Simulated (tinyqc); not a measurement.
What moves the results: band offset from the macroscopic average of a supercell potential. A value that a table varies takes the place of the one given here.

A model of the planar-averaged electrostatic energy of an electron in a periodic cell of N1 periods of A (L1 = N1 n1 h) and N2 periods of B (L2 = N2 n2 h), on z_j = j h: V(z) = f VA + (1 - f) VB + F t(z), VA = V1[0] + V1[1] cos(2 pi z/(n1 h)) + V1[2] cos(4 pi z/(n1 h)), VB the same with V2, n2 and z - L1. f = [tanh(z/w) - tanh((z - L1)/w) + tanh((z - L1 - L2)/w)]/2 + 1/2; t(z) = z - L1/2 in A and (L1/L2)(L1 + L2/2 - z) beyond, so that the cell is periodic.

Running mean over n points, periodic: for odd n the plain mean of the n points centred on j; for even n the n + 1 points with half weight at both ends. The macroscopic average applies the mean over n1 points and then over n2 points.

dEv = Ev(A) - Ev(B) = Ev1 - (dV + Ev2); dEc = Ec(B) - Ec(A) = Eg2 - Eg1 - dEv. The correction of a gap, c = Eg[1] - Eg[0], lowers the valence top by fv c and leaves dV, a ground-state quantity, as it is. Type I: dEv and dEc of one sign; II: opposite signs; III: no overlap of the gaps.

Values chosen for the exercise (gaps near those of InAs and GaSb; not measured data):

| symbol | value | unit | meaning |
|---|---|---|---|
| h | 0.3 | angstrom | grid step |
| n1 | 6 |  | grid points per period of A |
| n2 | 7 |  | grid points per period of B |
| V1 | (-7.69, 1.27, -0.05) | eV | mean and two harmonics of the potential in A |
| V2 | (-6.19, 3.4, -0.62) | eV | the same in B |
| w | 0.36 | angstrom | width of the interfaces |
| N1 | 5 |  | periods of A |
| N2 | 5 |  | periods of B |
| F | 0 | eV/angstrom | slope in A from opposite charges on the two interfaces |
| Ev1 | 5.91 | eV | valence top of bulk A above its mean potential |
| Eg1 | (0.05, 0.42) | eV | gap of A: semi-local value, corrected value |
| Ev2 | 4.89 | eV | valence top of bulk B above its mean potential |
| Eg2 | (0.1, 0.84) | eV | gap of B: semi-local value, corrected value |

## How thick the regions must be

N1 = N2 = N, no slope (F = 0); dV is read at j = floor(N n1/2) and N n1 + floor(N n2/2). The exact value is V2[0] - V1[0].

Results:

| N | L1 (angstrom) | dV (eV) | error (meV) |
|---|---|---|---|
| 1 | 1.80 | 0.0942 | -1405.80 |
| 2 | 3.60 | 1.4629 | -37.07 |
| 3 | 5.40 | 1.4994 | -0.59 |
| 4 | 7.20 | 1.5000 | 0.00 |
| 5 | 9.00 | 1.5000 | 0.00 |
| 6 | 10.80 | 1.5000 | 0.00 |

What can be read from the table?

The error is below 10 meV from N = 3 on. The two windows together span 3.90 angstrom and must fit between the interface tails, which fall as exp(-2 z/w); the errors at N = 2, 3 and 4 are -37.07, -0.59 and 0.00 meV.

## The choice of windows

dV read at j = 15 and 47 after means over the numbers of points listed; ripple is the spread over the five points around each.

Results:

| windows | dV (eV) | ripple in A (meV) | ripple in B (meV) |
|---|---|---|---|
| none | -0.630 | 1980 | 5708 |
| 6 only | 1.080 | 0 | 724 |
| 7 only | 1.326 | 261 | 0 |
| 7, 8 | 1.534 | 52 | 0 |
| 6, 7 | 1.500 | 0 | 0 |

Which rows can be used, and how does a wrong window show?

The last row matches both periods and lies 0 meV from the value of a thick cell, V2[0] - V1[0] = 1.500 eV. Against it the raw potential errs by -2.13 eV. No other row is within 20 meV of it. A window one point too long leaves a ripple of 261 meV in A, against 0 meV in the last row: the ripple is the sign to look for. Rows to use, with under 30 meV of ripple in both regions once the tilt is taken off: 6, 7. A row with a large ripple can hit the right value only by chance.

## Where the gap correction goes

dV = B - A = 1.5000 eV

fv1 and fv2 are varied.

Offsets (eV):

| fv1 | fv2 | dEv | dEc |
|---|---|---|---|
| 0.0 | 0.0 | -0.480 | 0.900 |
| 0.5 | 0.5 | -0.295 | 0.715 |
| 1.0 | 1.0 | -0.110 | 0.530 |
| 0.0 | 1.0 | 0.260 | 0.160 |
| 1.0 | 0.0 | -0.850 | 1.270 |
| 0.3 | 0.7 | -0.073 | 0.493 |

What can be read from the table?

dEv + dEc = 0.420 eV in every row, but dEv alone spans 1.11 eV, the sum of the two corrections. A scissor on the conduction bands alone (first row) keeps the semi-local dEv; with equal shares fv the shift is fv times the difference of the corrections, +0.37 eV, against their sum of 1.11 eV: with like shares the error cancels only in part.

Program tinyqc; command `OMP_NUM_THREADS=1 python tinyqc.py 1850252 1850253 out.jsonl`; about 0.01 s on one thread of a shared Intel(R) Xeon(R) Processor @ 2.30GHz.
